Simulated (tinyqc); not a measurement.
Born-von Karman spring model of a cubic crystal with one atom per cell: one step, computed by the program tinyqc. Command: `OMP_NUM_THREADS=1 python tinyqc.py 3016501 3016502 out.jsonl springs walk`. One thread of a shared host (Intel(R) Xeon(R) Processor @ 2.30GHz), about 0.2 s of CPU time with the checks.

First neighbours lie at a/2 (1,1,1) (8 of them), second at a (1,0,0) (6), with all permutations and signs; the volume per atom is Omega = a^3/2. Two shells of springs match a real metal only roughly, above all at the zone boundary.

Task: Elastic constants from long waves. [ij,kl] = (1/(2 Omega)) sum_R K_ij R_k R_l; C11 = [xx,xx], C44 = [xx,yy], C12 = 2 [xy,xy] - C44; B = (C11 + 2 C12)/3; Zener ratio A = 2 C44/(C11 - C12). K(R) = kL n n^T + kT (1 - n n^T).

Inputs (values chosen for the exercise, modelled on molybdenum):
```
quantity                value           unit
lattice constant a      3.147       angstrom
radial spring k1L        4.05  eV/angstrom^2
transverse spring k1T  -0.031  eV/angstrom^2
radial spring k2L         3.9  eV/angstrom^2
transverse spring k2T   -0.18  eV/angstrom^2
```

Lattice: bcc.

Constants: 1 eV/angstrom^3 = 160.2176634 GPa.

Give: C11; C12; C44; bulk modulus B; Zener ratio A.

Result:

C11 = 532.5 GPa

C12 = 160.0 GPa

C44 = 117.0 GPa

bulk modulus B = 284.2 GPa

Zener ratio A = 0.6284

C12 - C44 = 42.97 GPa: the Cauchy relation fails because sum_R kT R^2 is not zero; a negative sum gives a positive Cauchy pressure.
